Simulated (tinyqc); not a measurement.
Inside a calculation (part 1 of 3). Method: UHF in the sto-3g basis, for BeH2, spin multiplicity 1. This run ends on a higher stationary point, not on the lowest solution. Computed by tinyqc, a small Python program that keeps every step (integrals from PySCF). Settings: charge = 0, multiplicity = 1, basis = sto-3g, energy threshold = 1e-09, iteration cap = 65, orthogonalisation = canonical, start = core, DIIS depth = 0, method = UHF, break = 0.4. Command: `OMP_NUM_THREADS=1 python tinyqc.py 28185 28186 out.jsonl` (the two numbers bound the seeds that draw the settings). One thread of a shared host (Intel(R) Xeon(R) Processor @ 2.60GHz), about 0.2 s of CPU time with the checks. Later iterations appear only in the table of the cycle.

## One-electron integrals

Geometry (angstrom):
```
atom         x          y         z
Be    0.000000   0.000000  0.000000
H     0.000000   1.881000  0.000000
H     0.000000  -1.881000  0.000000
```

Basis sto-3g: exponents (1/bohr^2) and contraction coefficients of normalised primitives:
```
element  l (shell)   exponent  coefficient
Be           s (1)  30.167871     0.154329
Be           s (1)   5.495115     0.535328
Be           s (1)   1.487193     0.444635
Be           s (2)   1.314833    -0.099967
Be           s (2)   0.305539     0.399513
Be           s (2)   0.099371     0.700115
Be           p (3)   1.314833     0.155916
Be           p (3)   0.305539     0.607684
Be           p (3)   0.099371     0.391957
H            s (1)   3.425251     0.154329
H            s (1)   0.623914     0.535328
H            s (1)   0.168855     0.444635
```

Overlap, kinetic and nuclear-attraction integrals over the contracted functions; the nuclear repulsion is the sum of Za Zb / Rab.

nuclear repulsion = 2.39128458 hartree

overlap S, order 1Be 1s, 1Be 2s, 1Be 2px, 1Be 2py, 1Be 2pz, 2H 1s, 3H 1s:
$$\begin{pmatrix}
1.000000 & 0.259517 & 0.000000 & 0.000000 & 0.000000 & 0.021056 & 0.021056 \\
0.259517 & 1.000000 & 0.000000 & 0.000000 & 0.000000 & 0.266433 & 0.266433 \\
0.000000 & 0.000000 & 1.000000 & 0.000000 & 0.000000 & 0.000000 & 0.000000 \\
0.000000 & 0.000000 & 0.000000 & 1.000000 & 0.000000 & 0.349732 & -0.349732 \\
0.000000 & 0.000000 & 0.000000 & 0.000000 & 1.000000 & 0.000000 & 0.000000 \\
0.021056 & 0.266433 & 0.000000 & 0.349732 & 0.000000 & 1.000000 & 0.003211 \\
0.021056 & 0.266433 & 0.000000 & -0.349732 & 0.000000 & 0.003211 & 1.000000
\end{pmatrix}$$

kinetic energy T (hartree), order 1Be 1s, 1Be 2s, 1Be 2px, 1Be 2py, 1Be 2pz, 2H 1s, 3H 1s:
$$\begin{pmatrix}
6.693975 & -0.033012 & 0.000000 & 0.000000 & 0.000000 & -0.006559 & -0.006559 \\
-0.033012 & 0.211111 & 0.000000 & 0.000000 & 0.000000 & 0.012352 & 0.012352 \\
0.000000 & 0.000000 & 0.660592 & 0.000000 & 0.000000 & 0.000000 & 0.000000 \\
0.000000 & 0.000000 & 0.000000 & 0.660592 & 0.000000 & 0.059575 & -0.059575 \\
0.000000 & 0.000000 & 0.000000 & 0.000000 & 0.660592 & 0.000000 & 0.000000 \\
-0.006559 & 0.012352 & 0.000000 & 0.059575 & 0.000000 & 0.760032 & -0.001912 \\
-0.006559 & 0.012352 & 0.000000 & -0.059575 & 0.000000 & -0.001912 & 0.760032
\end{pmatrix}$$

nuclear attraction V (hartree), order 1Be 1s, 1Be 2s, 1Be 2px, 1Be 2py, 1Be 2pz, 2H 1s, 3H 1s:
$$\begin{pmatrix}
-15.123747 & -2.045264 & 0.000000 & 0.000000 & 0.000000 & -0.164604 & -0.164604 \\
-2.045264 & -2.868667 & 0.000000 & 0.000000 & 0.000000 & -0.649225 & -0.649225 \\
0.000000 & 0.000000 & -2.807575 & 0.000000 & 0.000000 & 0.000000 & 0.000000 \\
0.000000 & 0.000000 & 0.000000 & -2.934101 & 0.000000 & -0.827173 & 0.827173 \\
0.000000 & 0.000000 & 0.000000 & 0.000000 & -2.807575 & 0.000000 & 0.000000 \\
-0.164604 & -0.649225 & 0.000000 & -0.827173 & 0.000000 & -2.491809 & -0.010035 \\
-0.164604 & -0.649225 & 0.000000 & 0.827173 & 0.000000 & -0.010035 & -2.491809
\end{pmatrix}$$

core Hamiltonian H = T + V (hartree), order 1Be 1s, 1Be 2s, 1Be 2px, 1Be 2py, 1Be 2pz, 2H 1s, 3H 1s:
$$\begin{pmatrix}
-8.429772 & -2.078277 & 0.000000 & 0.000000 & 0.000000 & -0.171163 & -0.171163 \\
-2.078277 & -2.657556 & 0.000000 & 0.000000 & 0.000000 & -0.636873 & -0.636873 \\
0.000000 & 0.000000 & -2.146983 & 0.000000 & 0.000000 & 0.000000 & 0.000000 \\
0.000000 & 0.000000 & 0.000000 & -2.273509 & 0.000000 & -0.767598 & 0.767598 \\
0.000000 & 0.000000 & 0.000000 & 0.000000 & -2.146983 & 0.000000 & 0.000000 \\
-0.171163 & -0.636873 & 0.000000 & -0.767598 & 0.000000 & -1.731778 & -0.011947 \\
-0.171163 & -0.636873 & 0.000000 & 0.767598 & 0.000000 & -0.011947 & -1.731778
\end{pmatrix}$$

## Two-electron integrals

Functions are numbered as in S; the eight-fold symmetry (ij|kl) = (ji|kl) = (kl|ij) leaves the list below.

Two-electron integrals (ij|kl) in chemists' order, unique and non-zero (hartree):
```
(11|11) 2.298831    (21|11) 0.392036    (21|21) 0.079539    (22|11) 0.570988
(22|21) 0.143041    (22|22) 0.417683    (31|31) 0.014607    (32|31) 0.021888
(32|32) 0.092265    (33|11) 0.569578    (33|21) 0.143083    (33|22) 0.417589
(33|33) 0.449859    (41|41) 0.014607    (42|41) 0.021888    (42|42) 0.092265
(43|43) 0.024249    (44|11) 0.569578    (44|21) 0.143083    (44|22) 0.417589
(44|33) 0.401360    (44|44) 0.449859    (51|51) 0.014607    (52|51) 0.021888
(52|52) 0.092265    (53|53) 0.024249    (54|54) 0.024249    (55|11) 0.569578
(55|21) 0.143083    (55|22) 0.417589    (55|33) 0.401360    (55|44) 0.401360
(55|55) 0.449859    (61|11) 0.031329    (61|21) 0.006356    (61|22) 0.011545
(61|33) 0.011471    (61|41) 0.000581    (61|42) 0.001094    (61|44) 0.011698
(61|55) 0.011471    (61|61) 0.000534    (62|11) 0.106507    (62|21) 0.027235
(62|22) 0.091012    (62|33) 0.087247    (62|41) 0.003472    (62|42) 0.024226
(62|44) 0.098448    (62|55) 0.087247    (62|61) 0.002413    (62|62) 0.034711
(63|31) 0.002046    (63|32) 0.010536    (63|43) 0.003818    (63|63) 0.002506
(64|11) 0.127183    (64|21) 0.032819    (64|22) 0.114182    (64|33) 0.107658
(64|41) 0.005443    (64|42) 0.037026    (64|44) 0.127103    (64|55) 0.107658
(64|61) 0.002990    (64|62) 0.048546    (64|64) 0.068998    (65|51) 0.002046
(65|52) 0.010536    (65|54) 0.003818    (65|65) 0.002506    (66|11) 0.281081
(66|21) 0.072903    (66|22) 0.273348    (66|33) 0.255680    (66|41) 0.009019
(66|42) 0.085665    (66|44) 0.308280    (66|55) 0.255680    (66|61) 0.006489
(66|62) 0.142699    (66|64) 0.208610    (66|66) 0.774606    (71|11) 0.031329
(71|21) 0.006356    (71|22) 0.011545    (71|33) 0.011471    (71|41) -0.000581
(71|42) -0.001094   (71|44) 0.011698    (71|55) 0.011471    (71|61) 0.000485
(71|62) 0.002032    (71|64) 0.002396    (71|66) 0.005459    (71|71) 0.000534
(72|11) 0.106507    (72|21) 0.027235    (72|22) 0.091012    (72|33) 0.087247
(72|41) -0.003472   (72|42) -0.024226   (72|44) 0.098448    (72|55) 0.087247
(72|61) 0.002032    (72|62) 0.015167    (72|64) 0.018137    (72|66) 0.045340
(72|71) 0.002413    (72|72) 0.034711    (73|31) 0.002046    (73|32) 0.010536
(73|43) -0.003818   (73|63) 0.000738    (73|73) 0.002506    (74|11) -0.127183
(74|21) -0.032819   (74|22) -0.114182   (74|33) -0.107658   (74|41) 0.005443
(74|42) 0.037026    (74|44) -0.127103   (74|55) -0.107658   (74|61) -0.002396
(74|62) -0.018137   (74|64) -0.021539   (74|66) -0.054778   (74|71) -0.002990
(74|72) -0.048546   (74|74) 0.068998    (75|51) 0.002046    (75|52) 0.010536
(75|54) -0.003818   (75|65) 0.000738    (75|75) 0.002506    (76|11) 0.001985
(76|21) 0.000491    (76|22) 0.001389    (76|33) 0.001378    (76|44) 0.001411
(76|55) 0.001378    (76|61) 0.000040    (76|62) 0.000307    (76|64) 0.000387
(76|66) 0.000928    (76|71) 0.000040    (76|72) 0.000307    (76|74) -0.000387
(76|76) 4.65e-06    (77|11) 0.281081    (77|21) 0.072903    (77|22) 0.273348
(77|33) 0.255680    (77|41) -0.009019   (77|42) -0.085665   (77|44) 0.308280
(77|55) 0.255680    (77|61) 0.005459    (77|62) 0.045340    (77|64) 0.054778
(77|66) 0.140664    (77|71) 0.006489    (77|72) 0.142699    (77|74) -0.208610
(77|76) 0.000928    (77|77) 0.774606
```

## Orthogonalisation

S = U s U^T; canonical form X = U s^(-1/2), so that X^T S X = 1. Each column of U has its largest component positive (the first on a tie).

eigenvalues of S: [0.503796, 0.557139, 0.973223, 1.000000, 1.000000, 1.472849, 1.492993]

X, order 1Be 1s, 1Be 2s, 1Be 2px, 1Be 2py, 1Be 2pz, 2H 1s, 3H 1s:
$$\begin{pmatrix}
0.000000 & -0.511666 & 0.835319 & 0.000000 & 0.000000 & 0.344763 & 0.000000 \\
0.000000 & 0.962516 & -0.020340 & 0.000000 & 0.000000 & 0.572920 & 0.000000 \\
0.000000 & 0.000000 & 0.000000 & 1.000000 & 0.000000 & 0.000000 & 0.000000 \\
0.994607 & 0.000000 & 0.000000 & 0.000000 & 0.000000 & 0.000000 & 0.579642 \\
0.000000 & 0.000000 & 0.000000 & 0.000000 & 1.000000 & 0.000000 & 0.000000 \\
-0.705580 & -0.550747 & -0.405796 & 0.000000 & 0.000000 & 0.340484 & 0.408541 \\
0.705580 & -0.550747 & -0.405796 & 0.000000 & 0.000000 & 0.340484 & -0.408541
\end{pmatrix}$$

Within a degenerate level the vectors are fixed only up to a rotation; this is one choice.

## Starting guess

The start is the orbitals of the core Hamiltonian, with HOMO and LUMO mixed by +/-0.4 rad for the two spins; D(s) = C_occ C_occ^T for each spin.

D(alpha) at the start, order 1Be 1s, 1Be 2s, 1Be 2px, 1Be 2py, 1Be 2pz, 2H 1s, 3H 1s:
$$\begin{pmatrix}
1.073524 & -0.282991 & 0.000000 & 0.000000 & 0.000000 & 0.006742 & 0.006742 \\
-0.282991 & 1.083800 & 0.000000 & 0.000000 & 0.000000 & -0.010554 & -0.010554 \\
0.000000 & 0.000000 & 0.006910 & 0.079282 & 0.031625 & -0.004122 & 0.004122 \\
0.000000 & 0.000000 & 0.079282 & 0.909607 & 0.362840 & -0.047290 & 0.047290 \\
0.000000 & 0.000000 & 0.031625 & 0.362840 & 0.144736 & -0.018864 & 0.018864 \\
0.006742 & -0.010554 & -0.004122 & -0.047290 & -0.018864 & 0.002577 & -0.002340 \\
0.006742 & -0.010554 & 0.004122 & 0.047290 & 0.018864 & -0.002340 & 0.002577
\end{pmatrix}$$

D(beta) at the start, order 1Be 1s, 1Be 2s, 1Be 2px, 1Be 2py, 1Be 2pz, 2H 1s, 3H 1s:
$$\begin{pmatrix}
1.073524 & -0.282991 & 0.000000 & 0.000000 & 0.000000 & 0.006742 & 0.006742 \\
-0.282991 & 1.083800 & 0.000000 & 0.000000 & 0.000000 & -0.010554 & -0.010554 \\
0.000000 & 0.000000 & 0.006910 & -0.079282 & 0.031625 & 0.004122 & -0.004122 \\
0.000000 & 0.000000 & -0.079282 & 0.909607 & -0.362840 & -0.047290 & 0.047290 \\
0.000000 & 0.000000 & 0.031625 & -0.362840 & 0.144736 & 0.018864 & -0.018864 \\
0.006742 & -0.010554 & 0.004122 & -0.047290 & 0.018864 & 0.002577 & -0.002340 \\
0.006742 & -0.010554 & -0.004122 & 0.047290 & -0.018864 & -0.002340 & 0.002577
\end{pmatrix}$$

## Iteration 1: building the Fock matrix

J_ij = sum D_kl (ij|kl) with D = D(alpha) + D(beta), K_ij = sum D_kl (ik|jl) for each spin; F = H + J - K(s); E = tr D H + tr D J / 2 - 0.5 sum_s tr D(s) K(s) + E_nn.

Coulomb J (hartree), order 1Be 1s, 1Be 2s, 1Be 2px, 1Be 2py, 1Be 2pz, 2H 1s, 3H 1s:
$$\begin{pmatrix}
6.885998 & 1.351811 & 0.000000 & 0.000000 & 0.000000 & 0.108737 & 0.108737 \\
1.351811 & 2.808274 & 0.000000 & 0.000000 & 0.000000 & 0.587049 & 0.587049 \\
0.000000 & 0.000000 & 2.773820 & 0.000000 & 0.003068 & 0.000000 & 0.000000 \\
0.000000 & 0.000000 & 0.000000 & 2.853632 & 0.000000 & 0.728857 & -0.728857 \\
0.000000 & 0.000000 & 0.003068 & 0.000000 & 2.787189 & 0.000000 & 0.000000 \\
0.108737 & 0.587049 & 0.000000 & 0.728857 & 0.000000 & 1.699124 & 0.009541 \\
0.108737 & 0.587049 & 0.000000 & -0.728857 & 0.000000 & 0.009541 & 1.699124
\end{pmatrix}$$

exchange K(alpha) (hartree), order 1Be 1s, 1Be 2s, 1Be 2px, 1Be 2py, 1Be 2pz, 2H 1s, 3H 1s:
$$\begin{pmatrix}
2.348137 & 0.415298 & 0.000000 & 0.000000 & 0.000000 & 0.037115 & 0.037115 \\
0.415298 & 0.547447 & 0.000000 & 0.000000 & 0.000000 & 0.121635 & 0.121635 \\
0.000000 & 0.000000 & 0.130863 & 0.032824 & 0.013460 & 0.007783 & -0.007783 \\
0.000000 & 0.000000 & 0.032824 & 0.491159 & 0.150223 & 0.122491 & -0.122491 \\
0.000000 & 0.000000 & 0.013460 & 0.150223 & 0.189523 & 0.035618 & -0.035618 \\
0.037115 & 0.121635 & 0.007783 & 0.122491 & 0.035618 & 0.079336 & 0.000259 \\
0.037115 & 0.121635 & -0.007783 & -0.122491 & -0.035618 & 0.000259 & 0.079336
\end{pmatrix}$$

exchange K(beta) (hartree), order 1Be 1s, 1Be 2s, 1Be 2px, 1Be 2py, 1Be 2pz, 2H 1s, 3H 1s:
$$\begin{pmatrix}
2.348137 & 0.415298 & 0.000000 & 0.000000 & 0.000000 & 0.037115 & 0.037115 \\
0.415298 & 0.547447 & 0.000000 & 0.000000 & 0.000000 & 0.121635 & 0.121635 \\
0.000000 & 0.000000 & 0.130863 & -0.032824 & 0.013460 & -0.007783 & 0.007783 \\
0.000000 & 0.000000 & -0.032824 & 0.491159 & -0.150223 & 0.122491 & -0.122491 \\
0.000000 & 0.000000 & 0.013460 & -0.150223 & 0.189523 & -0.035618 & 0.035618 \\
0.037115 & 0.121635 & -0.007783 & 0.122491 & -0.035618 & 0.079336 & 0.000259 \\
0.037115 & 0.121635 & 0.007783 & -0.122491 & 0.035618 & 0.000259 & 0.079336
\end{pmatrix}$$

F(alpha) (hartree), order 1Be 1s, 1Be 2s, 1Be 2px, 1Be 2py, 1Be 2pz, 2H 1s, 3H 1s:
$$\begin{pmatrix}
-3.891912 & -1.141764 & 0.000000 & 0.000000 & 0.000000 & -0.099541 & -0.099541 \\
-1.141764 & -0.396729 & 0.000000 & 0.000000 & 0.000000 & -0.171459 & -0.171459 \\
0.000000 & 0.000000 & 0.495975 & -0.032824 & -0.010392 & -0.007783 & 0.007783 \\
0.000000 & 0.000000 & -0.032824 & 0.088964 & -0.150223 & -0.161232 & 0.161232 \\
0.000000 & 0.000000 & -0.010392 & -0.150223 & 0.450683 & -0.035618 & 0.035618 \\
-0.099541 & -0.171459 & -0.007783 & -0.161232 & -0.035618 & -0.111989 & -0.002665 \\
-0.099541 & -0.171459 & 0.007783 & 0.161232 & 0.035618 & -0.002665 & -0.111989
\end{pmatrix}$$

F(beta) (hartree), order 1Be 1s, 1Be 2s, 1Be 2px, 1Be 2py, 1Be 2pz, 2H 1s, 3H 1s:
$$\begin{pmatrix}
-3.891912 & -1.141764 & 0.000000 & 0.000000 & 0.000000 & -0.099541 & -0.099541 \\
-1.141764 & -0.396729 & 0.000000 & 0.000000 & 0.000000 & -0.171459 & -0.171459 \\
0.000000 & 0.000000 & 0.495975 & 0.032824 & -0.010392 & 0.007783 & -0.007783 \\
0.000000 & 0.000000 & 0.032824 & 0.088964 & 0.150223 & -0.161232 & 0.161232 \\
0.000000 & 0.000000 & -0.010392 & 0.150223 & 0.450683 & 0.035618 & -0.035618 \\
-0.099541 & -0.171459 & 0.007783 & -0.161232 & 0.035618 & -0.111989 & -0.002665 \\
-0.099541 & -0.171459 & -0.007783 & 0.161232 & -0.035618 & -0.002665 & -0.111989
\end{pmatrix}$$

total energy of this density = -14.48706668 hartree

## Iteration 1: diagonalisation and new density

Diagonalise F' = X^T F X, C = X C', fill 3 alpha and 3 beta electrons from the bottom; D(s) = C_occ C_occ^T. Each column has its largest component positive (the first on a tie).

F' = X^T F X (alpha) (hartree):
$$\begin{pmatrix}
0.431748 & 0.000000 & 0.000000 & -0.021665 & -0.099151 & 0.000000 & 0.115170 \\
0.000000 & -0.080039 & 0.870419 & 0.000000 & 0.000000 & 0.534895 & 0.000000 \\
0.000000 & 0.870419 & -2.585437 & 0.000000 & 0.000000 & -1.569592 & 0.000000 \\
-0.021665 & 0.000000 & 0.000000 & 0.495975 & -0.010392 & 0.000000 & -0.025385 \\
-0.099151 & 0.000000 & 0.000000 & -0.010392 & 0.450683 & 0.000000 & -0.116178 \\
0.000000 & 0.534895 & -1.569592 & 0.000000 & 0.000000 & -1.250973 & 0.000000 \\
0.115170 & 0.000000 & 0.000000 & -0.025385 & -0.116178 & 0.000000 & -0.159327
\end{pmatrix}$$

orbital energies (alpha) (hartree): MO1 -3.896904, MO2 -0.215316, MO3 -0.196453, MO4 0.195770, MO5 0.338276, MO6 0.498245, MO7 0.579010

coefficients C (alpha), order 1Be 1s, 1Be 2s, 1Be 2px, 1Be 2py, 1Be 2pz, 2H 1s, 3H 1s:
$$\begin{pmatrix}
0.989413 & -0.191709 & 0.000000 & -0.250464 & 0.000000 & 0.000000 & 0.000000 \\
0.039032 & 0.568543 & 0.000000 & 0.964533 & 0.000000 & 0.000000 & 0.000000 \\
0.000000 & 0.000000 & 0.033246 & 0.000000 & 0.145465 & 0.976950 & -0.152652 \\
0.000000 & 0.000000 & 0.412694 & 0.000000 & 0.731684 & 0.000000 & 0.787115 \\
0.000000 & 0.000000 & 0.152155 & 0.000000 & 0.665734 & -0.213467 & -0.698627 \\
-0.004356 & 0.460298 & 0.507105 & -0.609942 & -0.513706 & 0.000000 & -0.379076 \\
-0.004356 & 0.460298 & -0.507105 & -0.609942 & 0.513706 & 0.000000 & 0.379076
\end{pmatrix}$$

F' = X^T F X (beta) (hartree):
$$\begin{pmatrix}
0.431748 & 0.000000 & 0.000000 & 0.021665 & 0.099151 & 0.000000 & 0.115170 \\
0.000000 & -0.080039 & 0.870419 & 0.000000 & 0.000000 & 0.534895 & 0.000000 \\
0.000000 & 0.870419 & -2.585437 & 0.000000 & 0.000000 & -1.569592 & 0.000000 \\
0.021665 & 0.000000 & 0.000000 & 0.495975 & -0.010392 & 0.000000 & 0.025385 \\
0.099151 & 0.000000 & 0.000000 & -0.010392 & 0.450683 & 0.000000 & 0.116178 \\
0.000000 & 0.534895 & -1.569592 & 0.000000 & 0.000000 & -1.250973 & 0.000000 \\
0.115170 & 0.000000 & 0.000000 & 0.025385 & 0.116178 & 0.000000 & -0.159327
\end{pmatrix}$$

orbital energies (beta) (hartree): MO1 -3.896904, MO2 -0.215316, MO3 -0.196453, MO4 0.195770, MO5 0.338276, MO6 0.498245, MO7 0.579010

coefficients C (beta), order 1Be 1s, 1Be 2s, 1Be 2px, 1Be 2py, 1Be 2pz, 2H 1s, 3H 1s:
$$\begin{pmatrix}
0.989413 & -0.191709 & 0.000000 & -0.250464 & 0.000000 & 0.000000 & 0.000000 \\
0.039032 & 0.568543 & 0.000000 & 0.964533 & 0.000000 & 0.000000 & 0.000000 \\
0.000000 & 0.000000 & -0.033246 & 0.000000 & -0.145465 & 0.976950 & 0.152652 \\
0.000000 & 0.000000 & 0.412694 & 0.000000 & 0.731684 & 0.000000 & 0.787115 \\
0.000000 & 0.000000 & -0.152155 & 0.000000 & -0.665734 & -0.213467 & 0.698627 \\
-0.004356 & 0.460298 & 0.507105 & -0.609942 & -0.513706 & 0.000000 & -0.379076 \\
-0.004356 & 0.460298 & -0.507105 & -0.609942 & 0.513706 & 0.000000 & 0.379076
\end{pmatrix}$$

D(alpha) after iteration 1, order 1Be 1s, 1Be 2s, 1Be 2px, 1Be 2py, 1Be 2pz, 2H 1s, 3H 1s:
$$\begin{pmatrix}
1.015690 & -0.070375 & 0.000000 & 0.000000 & 0.000000 & -0.092553 & -0.092553 \\
-0.070375 & 0.324764 & 0.000000 & 0.000000 & 0.000000 & 0.261529 & 0.261529 \\
0.000000 & 0.000000 & 0.001105 & 0.013721 & 0.005059 & 0.016859 & -0.016859 \\
0.000000 & 0.000000 & 0.013721 & 0.170316 & 0.062794 & 0.209279 & -0.209279 \\
0.000000 & 0.000000 & 0.005059 & 0.062794 & 0.023151 & 0.077159 & -0.077159 \\
-0.092553 & 0.261529 & 0.016859 & 0.209279 & 0.077159 & 0.469049 & -0.045262 \\
-0.092553 & 0.261529 & -0.016859 & -0.209279 & -0.077159 & -0.045262 & 0.469049
\end{pmatrix}$$

D(beta) after iteration 1, order 1Be 1s, 1Be 2s, 1Be 2px, 1Be 2py, 1Be 2pz, 2H 1s, 3H 1s:
$$\begin{pmatrix}
1.015690 & -0.070375 & 0.000000 & 0.000000 & 0.000000 & -0.092553 & -0.092553 \\
-0.070375 & 0.324764 & 0.000000 & 0.000000 & 0.000000 & 0.261529 & 0.261529 \\
0.000000 & 0.000000 & 0.001105 & -0.013721 & 0.005059 & -0.016859 & 0.016859 \\
0.000000 & 0.000000 & -0.013721 & 0.170316 & -0.062794 & 0.209279 & -0.209279 \\
0.000000 & 0.000000 & 0.005059 & -0.062794 & 0.023151 & -0.077159 & 0.077159 \\
-0.092553 & 0.261529 & -0.016859 & 0.209279 & -0.077159 & 0.469049 & -0.045262 \\
-0.092553 & 0.261529 & 0.016859 & -0.209279 & 0.077159 & -0.045262 & 0.469049
\end{pmatrix}$$
